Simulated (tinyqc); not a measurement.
The sixth-power law: interface roughness in a thin film (subband fluctuation and scattering).

Square well of width t, barriers V0, c = hbar^2/2m0: E1 solves k t + 2 atan[(k/mz)/(kappa/mb)] = pi, k = sqrt(mz E/c), kappa = sqrt(mb (V0 - E)/c). One interface is rough, so the subband edge fluctuates by G dt with G = |dE1/dt| (central difference of 0.01 angstrom; 2 E1/t for hard walls).

Gaussian roughness spectrum S(q) = pi D^2 Lc^2 exp(-q^2 Lc^2/4). Degenerate gas, taken to fill one subband (the second starts to fill once c kF^2/md exceeds E2 - E1, which is not tested here): kF = sqrt(2 pi Ns/gv), q = 2 kF sin(theta/2), 1/tau = (md/(2 pi c hbar)) G^2 times the integral from 0 to pi of S(q)(1 - cos theta)/eps(q)^2 dtheta, eps(q) = 1 + qs/q with screening (qs = gv md q0/(c eps), q0 = e^2/(4 pi eps0), form factors left out, which overstates the screening; other scattering is left out too, so these values lie far above measured mobilities in all but the thinnest films) or 1 without; mobility = tau c2/md with c2 = e/m0 = 1.75882e15 cm^2/(V s^2); 1e12/cm^2 = 1e-4/angstrom^2.

Constants: hbar^2/2m0 = 3.80998211 eV angstrom^2; hbar = 6.58211957e-16 eV s; e^2/(4 pi eps0) = 14.39964547 eV angstrom.

Inputs chosen for the exercise (near those of a thin Si channel on (100), two-fold valleys; not measured data):
- mz = 0.936 m0 (confinement mass)
- V0 = 3.02 eV (barrier)
- mb = 0.48 m0 (barrier mass)
- md = 0.191 m0 (mass in the plane)
- gv = 2 (valleys)
- D = 2.2 angstrom (rms height of the roughness)
- Lc = 28 angstrom (correlation length)
- Ns = 10 x 1e12/cm^2 (sheet density)
- eps = 7.4 (mean dielectric constant at the channel)
- ts = (9, 11, 14, 16, 20, 26, 34) angstrom (thicknesses)

Screened mobility against thickness for the finite barrier and for hard walls.

Results:
```
t (angstrom)  E1 (meV)  G (meV/angstrom)  mobility (cm^2/(V s))  the same, hard walls
9                348.9            64.180                    292                  99.2
11               248.7            38.833                    799                   331
14               163.1            20.707               2.81e+03              1.40e+03
16               128.4            14.483               5.74e+03              3.13e+03
20                85.5             7.875               1.94e+04              1.19e+04
26                52.5             3.789               8.39e+04              5.76e+04
34                31.6             1.770               3.84e+05              2.88e+05
```

With hard walls G goes as 1/t^3 and the mobility as t^6. With the finite barrier the local exponent is 5.01 at the thin end and 5.67 at the thick end, since the envelope leaks out and softens the dependence. The roughness limit falls below 500 cm^2/(V s) between 11 and 9 angstrom. The gate field, which also presses carriers to the interface, is left out. Below about 20 angstrom the effective-mass picture is itself doubtful. Up to t = 16 angstrom G D exceeds half of EF - E1, where the Born rate fails.

Program tinyqc; command `OMP_NUM_THREADS=1 python tinyqc.py 1251851 1251852 out.jsonl`; about 0.01 s on one thread of a shared Intel(R) Xeon(R) Processor @ 2.30GHz.
